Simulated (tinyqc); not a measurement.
Scattering rates of a carrier in a spherical band by Fermi's golden rule. From acoustic rate back to temperature T. Computed by tinyqc, a small Python program. Command: `OMP_NUM_THREADS=1 python tinyqc.py 3030877 3030878 out.jsonl scatter inv`. One thread of a shared host (Intel(R) Xeon(R) Processor @ 2.30GHz), about 0.01 s of CPU time with the checks.

All processes here are isotropic or elastic, and the rate listed is the momentum relaxation rate.

Inputs (values chosen for the exercise, modelled on electrons in silicon):

| quantity | value | unit |
|---|---|---|
| density-of-states mass of one valley m | 0.324 | m_0 |
| non-parabolicity alpha | 0.51 | 1/eV |
| density rho | 2329 | kg/m^3 |
| sound velocity v_l | 9050 | m/s |
| acoustic deformation potential D_A | 9.9 | eV |
| carrier energy E | 160 | meV |

Crystal: non-polar. Band: Kane. Impurity formula: Conwell-Weisskopf. Further scattering: neutral impurities.

Constants: k_B = 1.380649e-23 J/K; e = 1.602176634e-19 C; hbar = 1.054571817e-34 J s; m_0 = 9.1093837015e-31 kg.

Method. Kane band: hbar^2 k^2/(2 m) = E (1 + alpha E), speed v = hbar k/(m (1 + 2 alpha E)), states per spin, volume and energy g(E) = m k (1 + 2 alpha E)/(2 pi^2 hbar^2); overlap factors are set to 1. Masses are multiplied by m_0 and all formulas are in SI units. Acoustic deformation potential (elastic, equipartition, absorption and emission together): 1/tau = 2 pi k_B T D_A^2 g(E)/(hbar rho v_l^2).

Question. A run gave the result below. Find the temperature T, known to lie between 440 and 750 K.

acoustic rate = 1.052853e+13 1/s

Answer.

Each step takes the trial c = (a f_b - b f_a)/(f_b - f_a), f being the result less the target and a, b, c the logarithms of the listed values; c replaces end b, the old b replaces a if the sign of f changed, and otherwise f_a is halved.

Scan of the range:

| temperature T (K) | acoustic rate (1/s) |
|---|---|
| 440 | 9.05680e+12 |
| 481 | 9.90073e+12 |
| 526 | 1.08270e+13 |
| 574 | 1.18150e+13 |
| 628 | 1.29265e+13 |
| 686 | 1.41204e+13 |
| 750 | 1.54377e+13 |

False position (Illinois rule, in the logarithm of the input) inside the bracket:

| step | end a | end b | trial | acoustic rate (1/s) |
|---|---|---|---|---|
| 1 | 481.000 | 526.000 | 511.058 | 1.05194e+13 |
| 2 | 526.000 | 511.058 | 511.494 | 1.05284e+13 |
| 3 | 526.000 | 511.494 | 511.506 | 1.05287e+13 |
| 4 | 511.494 | 511.506 | 511.500 | 1.05285e+13 |

Acoustic rate rises at every point of a 13-point scan of the range (every second point is shown), so one value fits; it is bracketed by 481 and 526. The scan shows a pure power law with exponent 1.000, so scaling from any one row also gives the answer directly. Answer: temperature T = 511.5 K.
